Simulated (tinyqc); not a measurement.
From results back to parameters: two-level Kane dispersion of a narrow-gap semiconductor. Two cases, with inputs chosen for the exercise.

Problem. In the two-level Kane model E = Eg/2 + sqrt(Eg^2/4 + (2/3) Ep c k^2), c = hbar^2/2m0, and the momentum mass is m(k) = (3/(2 Ep)) sqrt(Eg^2 + (8/3) Ep c k^2). It is given at the Fermi wave vectors kF = (3 pi^2 n)^(1/3) of two densities (1 cm^-3 = 1e-24 angstrom^-3).

Constants: hbar^2/2m0 = 3.80998211 eV angstrom^2.

Find: kF^2; Ep; edge mass; |Eg|.

Case 1.

Values chosen (out of a larger set: near those of HgTe; not measured data): n12 = (2.3e+15, 2.8e+17) cm^-3 (two densities).

masses at the two densities (m0): 0.02632209  0.03452382

Solution.

kF^2 (1/angstrom^2): 1.6676e-05  0.00040962

Ep = 18.0 eV
edge mass = 0.02592 m0
|Eg| = 0.311 eV

m^2 = m0*^2 + (6 c/Ep) kF^2 is a straight line in kF^2: the slope gives Ep, the intercept the edge mass, and |Eg| = (2/3) Ep m0*. The sign of Eg does not enter. For Eg < 0 the edge mass does not depend on Dso, which enters only as EF nears it.

Case 2.

Values chosen (out of a larger set: near those of InSb; not measured data): n12 = (1.8e+16, 3.5e+17) cm^-3 (two densities).

masses at the two densities (m0): 0.01791818  0.02701733

Solution.

kF^2 (1/angstrom^2): 6.5735e-05  0.00047533

Ep = 22.9 eV
edge mass = 0.01598 m0
|Eg| = 0.244 eV

m^2 = m0*^2 + (6 c/Ep) kF^2 is a straight line in kF^2: the slope gives Ep, the intercept the edge mass, and |Eg| = (2/3) Ep m0*. The sign of Eg does not enter. The two-level form takes Dso as infinite, which overstates the mass where Dso is not large against Eg.

Computed by tinyqc, one run a case: `OMP_NUM_THREADS=1 python tinyqc.py N N+1 out.jsonl` with N = 1050019, 1050020; one thread of a shared Intel(R) Xeon(R) Processor @ 2.30GHz, about 0.01 s a run at most.
